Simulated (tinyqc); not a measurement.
Atomic layer deposition: Langmuir saturation, growth per cycle and coating of deep features: one step, computed by the program tinyqc.

Precursor A sticks only on free sites, so a long enough pulse saturates; co-reactant B then frees the sites again.

Problem. Flux and saturation time. Wall flux F = p/sqrt(2 pi M k_B T); rate of filling k_a = beta F/q; desorption k_d = 1e13 exp(-E_d/(k_B T)) per second. 1/m^2 = 1e-18/nm^2. Temperatures in kelvin are T(C) + 273.15.

Inputs (values chosen for the exercise, modelled on zinc oxide from diethylzinc and water):
```
quantity                                 value    unit
precursor mass M                           124       u
site density q                             7.6  1/nm^2
sticking probability beta on free sites  0.014       -
precursor pressure p                        11      Pa
temperature T                              175       C
desorption energy E_d                     1.28      eV
```

Constants: u = 1.6605390666e-27 kg; k_B = 1.380649e-23 J/K; k_B = 8.617333262e-05 eV/K.

Give: flux F; k_a; k_d; time to 99 % without desorption, ln(100)/k_a.

Solution.

flux F = 1.2295e+05 1/(nm^2 s)

k_a = 226.48 1/s

k_d = 0.040314 1/s

time to 99 % without desorption, ln(100)/k_a = 0.020334 s
